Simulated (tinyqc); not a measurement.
Changing the field over the saturation field: two coupled magnetic layers: synthetic antiferromagnet, spin flop, exchange bias and magnetoresistance. Computed by tinyqc, a small Python program. Command: `OMP_NUM_THREADS=1 python tinyqc.py 3022626 3022627 out.jsonl saf sweep`. One thread of a shared host (Intel(R) Xeon(R) Processor @ 2.30GHz), about 1 s of CPU time with the checks.

Moments lie in the plane at the angles p1, p2 from the field. Energy per area: E = J1 cos(p1 - p2) + J2 cos^2(p1 - p2) - B M_s (t1 cos p1 + t2 cos p2) + K (t1 sin^2 p1 + t2 sin^2 p2).

Inputs (values chosen for the exercise, for a model stack): saturation magnetisation M_s = 1120 kA/m; thickness t1 = 2.7 nm; thickness t2 = 2.1 nm; antiferromagnetic coupling J1 = 0.63 mJ/m^2; biquadratic coupling J2 = 0 mJ/m^2; in-plane anisotropy K = 1.1 kJ/m^3; spin polarisation P1 = 0.38; spin polarisation P2 = 0.77; resistance-area product, parallel = 31 ohm micrometre^2.

Field direction: along the easy axis.

Method:
- The parallel state is stable while the Hessian at p1 = p2 = 0 is positive: with c = J1 + 2 J2 and u = B M_s + 2K, (u t1 - c)(u t2 - c) > c^2, so B_sat M_s = c (1/t1 + 1/t2) - 2K. B_K = 2K/M_s.
- The lowest minimum of E over both angles (from five starts; of two mirror images the one with p1 >= 0, and for equal layers |p1| <= |p2|).
- Julliere: TMR = 2 P1 P2/(1 - P1 P2). Conductance G(theta) = G0 (1 + P1 P2 cos theta), so RA(theta) = RA_P (1 + P1 P2)/(1 + P1 P2 cos theta); theta = p2 for the layer next to the barrier.

One run for each value:
```
field over the saturation field  m/m_sat along B  p1 (degrees)  p2 (degrees)  RA at this field (ohm micrometre^2)
0.05                                     0.12500         0.000       -180.00                               56.645
0.16                                     0.13674        17.602       -155.92                               54.677
0.28                                     0.27670        48.506       -102.67                               42.819
0.39                                     0.38887        50.463        -85.96                               39.262
0.51                                     0.50953        47.716        -72.57                               36.841
0.62                                     0.61976        43.038        -61.52                               35.164
0.74                                     0.73989        36.091        -49.29                               33.649
0.85                                     0.84995        27.589        -36.56                               32.445
0.97                                     0.96999        12.375        -16.00                               31.274
```

Over the rows, m/m_sat along B rises from 0.125 to 0.970 (exponent d ln y / d ln x 0.077 between the first rows and 1.0 between the last); p1 (degrees) goes from 0 through a maximum among these rows, 50.5 at 0.390, to 12.4; p2 (degrees) rises from -180 to -16.0 (exponent d ln y / d ln x -0.12 between the first rows and -6.3 between the last).

Extremes, crossings and ranges named in words are read from the listed rows.
